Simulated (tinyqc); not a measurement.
Deep-level transient spectroscopy (DLTS) of one majority-carrier trap: one step, computed by the program tinyqc. Command: `OMP_NUM_THREADS=1 python tinyqc.py 3017366 3017367 out.jsonl dlts walk`. One thread of a shared host (Intel(R) Xeon(R) Processor @ 2.30GHz), about 0.08 s of CPU time with the checks.

A filling pulse loads the traps in a one-sided junction; under reverse bias they empty at the rate e, and the capacitance relaxes as C(t) = C_0 - dC exp(-e t). The signal is S = [C(t_2) - C(t_1)]/dC.

Problem. Signal size and trap density. W = sqrt(2 eps eps_0 (V_b + V_r)/(e N)), C_0 = eps eps_0 area/W. The pulse goes to zero bias, W_0 = W(V_r = 0). Traps within lambda = sqrt(2 eps eps_0 (E_t - E_F)/(e^2 N)) of the depletion edge stay filled, with E_F = k_B T_p ln(N_b/N) from the band, N_b = 2 M (2 pi m k_B T_p/h^2)^(3/2) (dopants taken as fully ionised). dC = C_0 (N_t/2N) f, f = [(W - lambda)^2 - max(W_0 - lambda, 0)^2]/W^2. The simple estimate is 2 N dC/C_0.

Inputs (values chosen for the exercise, with mass and screening modelled on GaSb):
```
quantity                    value   unit
density-of-states mass m    0.407    m_0
valleys M                       1      -
trap depth E_t              0.132     eV
temperature T                  64      K
doping N                  1.5e+16  cm^-3
trap density N_t          2.1e+14  cm^-3
dielectric constant eps      16.2      -
built-in voltage V_b         0.52      V
reverse bias V_r              1.7      V
diode area                0.00086   cm^2
```

Carriers: holes. Extra term: Poole-Frenkel lowering.

peak temperature T_p = 67.73827 K

Constants: eps_0 = 8.8541878128e-12 F/m; e = 1.602176634e-19 C; k_B = 8.617333262e-05 eV/K; m_0 = 9.1093837015e-31 kg; k_B = 1.380649e-23 J/K; h = 6.62607015e-34 J s.

Give: depletion width W; C_0; lambda; f; transient amplitude dC; simple estimate of N_t.

Solution.

depletion width W = 0.5148 micrometre

C_0 = 23.96 pF

lambda = 0.1144 micrometre

f = 0.5365

transient amplitude dC = 89.99 fF

simple estimate of N_t = 1.127e+14 cm^-3

The simple estimate finds 54 % of the traps.
